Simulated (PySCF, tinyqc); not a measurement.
Worked calculation: G0W0 on RHF in the sto-3g basis, for H3-, spin multiplicity 1. The basis has no diffuse functions, so it cannot describe the extra electron: this is an exercise in the method, not the real anion. The lowest restricted solution is unstable here: a spin-polarised one lies 0.0977 hartree lower (PySCF). One step of it, computed by the program tinyqc.

Problem. G0W0 on Hartree-Fock: LUMO. W(p,q,m) = sqrt2 sum_ia (pq|ia) (X+Y)_ia,m; Sigma_c(x) = sum_(i,m) W^2/(x - e_i + w_m) + sum_(a,m) W^2/(x - e_a - w_m); solve x = e_p + Sigma_c(x) by Newton steps; Z = 1/(1 - dSigma/dx); 1 hartree = 27.211386 eV.

orbital energies (hartree): MO1 -0.164609, MO2 0.582527, MO3 0.916777

Two-electron integrals over orbitals (pq|rs), unique and non-zero (hartree):
```
(11|11) 0.605790    (21|11) -0.036780   (21|21) 0.110505    (22|11) 0.537440
(22|21) 0.110563    (22|22) 0.715063    (31|11) 0.000725    (31|21) 0.000281
(31|22) -0.002386   (31|31) 0.166025    (32|11) 0.000423    (32|21) -0.002403
(32|22) -0.001297   (32|31) -0.078804   (32|32) 0.047990    (33|11) 0.605790
(33|21) -0.086328   (33|22) 0.479858    (33|31) 0.001679    (33|32) 0.001090
(33|33) 0.666278
```

excitation energies w (hartree): 0.393897  1.381403

X + Y:
```
            1          2
1>3  0.180179   0.879523
2>3  0.915717  -0.053491
```

Give: The 12 largest terms at x = e_p; Newton steps; quasiparticle energy of the LUMO; Hartree-Fock value.

Solution.

The 12 largest terms at x = e_p (hartree; W for the signs of X + Y given):
```
q  m         W       term
1  2     0.212      0.018
2  2    -0.102      0.006
2  1     0.042   2.43e-03
1  1    -0.060   2.42e-03
3  1  1.84e-03  -8.59e-06
3  2  2.01e-03  -2.91e-06
```

Newton steps (hartree):
```
step      x  Sigma_c(x)      Z
0     0.917       0.029  0.984
1     0.946       0.029  0.985
2     0.946       0.029  0.985
```

quasiparticle energy of the LUMO = 25.729 eV

Hartree-Fock value = 24.947 eV
